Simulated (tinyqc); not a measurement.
MOSFET in the linear regime without short-channel effects, parameter extraction from computed curves: extraction methods against the second mobility attenuation factor.

Inversion charge Q = Cox n Vt W0(exp((Vg - VT)/(n Vt))), W0 the Lambert function and n = nf; u = Q/Cox; mobility mu = mu0/(1 + th1 u + th2 u^2); channel resistance Rch = (L - dL)/(W mu Q); Id = Vd/(Rch + Rsd/W). Cox = eps0 eox/tox. Small Vd, no channel-length or drain effects.

From the continuous curve Id(Vg): tangent at peak gm (V_ext = Vg - Id/gm); constant current Id = 0.1 uA W/L; peak of d2Id/dVg2; Y = Id/sqrt(gm) drawn through Vg = VT + 0.6 and VT + 0.8 V, with intercept VT_Y and slope s. Mobilities gm,max L/(W Cox Vd) and s^2 L/(W Cox Vd) with the drawn L. Last column: share of Rsd/W in the total resistance at VT + 0.8 V.

Inputs (values chosen for the exercise); channel values of the order met in silicon transistors: temperature T = 77 K; relative permittivity of the gate insulator (close to silicon dioxide) eox = 3.9; insulator thickness tox = 3.2 nm; low-field mobility mu0 = 120 cm^2/(V s); first mobility attenuation factor th1 = 0.56 1/V; threshold voltage VT = 0.68 V; body factor nf = 1.07; gate width W = 0.5 um; drawn gate length L = 0.16 um; drawn less effective length dL = 0.004 um; source plus drain resistance Rsd = 91 ohm um; drain voltage Vd = 0.05 V.

Constants: q = 1.602176634e-19 C, kB = 1.380649e-23 J/K, Vt = kB T/q, eps0 = 8.8541878128e-14 F/cm where lengths are in cm. Results are converted to the units shown.

Result of one run:
```
V_ext (V),constant current (V),second derivative (V),VT_Y (V),mobility from gm (cm^2/(V s)),mobility from Y (cm^2/(V s)),series share (%)
0.686,0.701,0.678,0.737,102,142,3.72
```

Which second mobility attenuation factor th2 gave this result: 0.12, 0.18, 0.24 or 0.36 1/V^2?

th2 = 0.12 1/V^2.

The whole series:
```
th2 (1/V^2),V_ext (V),constant current (V),second derivative (V),VT_Y (V),mobility from gm (cm^2/(V s)),mobility from Y (cm^2/(V s)),series share (%)
0,0.686,0.701,0.678,0.701,102,120,3.89
0.06,0.686,0.701,0.678,0.719,102,131,3.80
0.12,0.686,0.701,0.678,0.737,102,142,3.72
0.18,0.686,0.701,0.678,0.755,102,155,3.64
0.24,0.686,0.701,0.678,0.773,102,170,3.56
0.3,0.685,0.701,0.678,0.791,102,187,3.48
0.36,0.685,0.701,0.678,0.809,102,206,3.41
```

The model has VT = 0.68 V and mu0 = 120 cm^2/(V s). Over the table the extracted thresholds move by under 0.5 mV (tangent), under 0.5 mV (constant current), under 0.5 mV (second derivative), 110 mV (Y function). The mobility from gm stays near 102 and that from Y rises from 120 to 206 cm^2/(V s).

Computed by the program tinyqc: `OMP_NUM_THREADS=1 python tinyqc.py 2210045 2210046 out.jsonl`, one thread of a shared Intel Xeon 2.30GHz, about 0.01 s for the whole run.
